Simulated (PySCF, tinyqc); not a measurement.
CIS on RHF in the sto-3g basis, for H3+, spin multiplicity 1, step by step. The lowest restricted solution is unstable here: a spin-polarised one lies 0.0030 hartree lower (PySCF). One step of it, computed by the program tinyqc.

Problem. CIS matrix, singlets. A(ia,jb) = (e_a - e_i) d_ij d_ab + 2 (ia|jb) - (ij|ab).

orbital energies (hartree): MO1 -0.895901, MO2 -0.335031, MO3 0.163746

Two-electron integrals over orbitals (pq|rs), unique and non-zero (hartree):
```
(11|11) 0.543852    (21|21) 0.146900    (22|11) 0.459098    (22|22) 0.516884
(31|11) 0.092755    (31|22) -0.046554   (31|31) 0.139997    (32|21) -0.143993
(32|32) 0.160935    (33|11) 0.549506    (33|22) 0.487671    (33|31) 0.080184
(33|33) 0.584589
```

Give: CIS matrix A, singlet.

Solution.

CIS matrix A, singlet (hartree), order 1>2, 1>3:
$$\begin{pmatrix}
0.396 & 0.000 \\
0.000 & 0.790
\end{pmatrix}$$
